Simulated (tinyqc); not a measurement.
Two-step dopant diffusion (predeposition and drive-in) with a constant diffusivity. Changing the drive-in temperature T2. Computed by tinyqc, a small Python program. Command: `OMP_NUM_THREADS=1 python tinyqc.py 3026359 3026360 out.jsonl dopdiff sweep`. One thread of a shared host (Intel(R) Xeon(R) Processor @ 2.30GHz), about 0.04 s of CPU time with the checks.

Fick diffusion into a half space x > 0 whose background doping C_B is of the opposite type, so that a junction lies where C = C_B.

Inputs (values chosen for the exercise, modelled on gallium in silicon):

| quantity | value | unit |
|---|---|---|
| prefactor D0 | 0.439 | cm^2/s |
| activation energy E | 3.39 | eV |
| surface concentration C_s | 2.1e+19 | 1/cm^3 |
| background doping C_B | 8.7e+15 | 1/cm^3 |
| predeposition temperature T1 | 1000 | C |
| predeposition time t1 | 5 | min |
| drive-in time t2 | 120 | min |

Furnace ramps of the drive-in: none.

Constants: k_B = 8.617333262e-05 eV/K.

Method:
- D = D0 exp(-E/(k_B T)).
- Temperatures in kelvin are T(C) + 273.15.
- Times in seconds are 60 times the minutes.
- (Dt)2 = D2 t2, t2 in seconds.
- C = C_s erfc(x/(2 sqrt(D1 t1))); dose Q = 2 C_s sqrt(D1 t1/pi); the junction solves erfc(z) = C_B/C_s with x_j = 2 z sqrt(D1 t1).
- With a sealed surface and a thin source, C = Q/sqrt(pi (Dt)2) exp(-x^2/(4 (Dt)2)); x_j = 2 sqrt((Dt)2 ln(C(0)/C_B)); gradient at the junction |dC/dx| = C_B x_j/(2 (Dt)2).

One run for each value:

| drive-in temperature T2 (C) | junction depth x_j (um) | surface concentration C(0) (Gaussian) (1/cm^3) | D2 (cm^2/s) | gradient at the junction (1/cm^4) |
|---|---|---|---|---|
| 950 | 0.295 | 5.132e+18 | 4.727e-15 | 3.767e+21 |
| 1000 | 0.526 | 2.729e+18 | 1.672e-14 | 1.901e+21 |
| 1025 | 0.690 | 2.027e+18 | 3.031e-14 | 1.375e+21 |
| 1050 | 0.894 | 1.522e+18 | 5.373e-14 | 1.005e+21 |
| 1075 | 1.146 | 1.155e+18 | 9.325e-14 | 7.424e+20 |
| 1150 | 2.269 | 5.355e+17 | 4.340e-13 | 3.159e+20 |
| 1200 | 3.415 | 3.350e+17 | 1.109e-12 | 1.860e+20 |

Give the missing row, drive-in temperature T2 (C) = 1100.

Computed row; columns: (1) drive-in temperature T2 (C); (2) junction depth x_j (um); (3) surface concentration C(0) (Gaussian) (1/cm^3); (4) D2 (cm^2/s); (5) gradient at the junction (1/cm^4):
```
(1)     (2)        (3)        (4)        (5)
1100  1.453  8.858e+17  1.586e-13  5.535e+20
```

Interpolating between the two neighbouring rows (linearly) misses most in D2 (cm^2/s), by 30 %. Over the rows, junction depth x_j (um) rises from 0.295 to 3.41; surface concentration C(0) (Gaussian) (1/cm^3) falls from 5.13e18 to 3.35e17. D2 rises by a factor 235 over the range, x_j by 11.6, less than the square root 15.3, as the surface value drops.

Caution (rows 950): the drive-in budget is under fifteen times D1 t1, so the source is not thin and the Gaussian junction is too shallow. Caution (all rows): C_s exceeds the intrinsic carrier density of silicon at the predeposition temperature (2e18 to 1e19 per cm^3), where real diffusivities rise with concentration and profiles turn box-like.
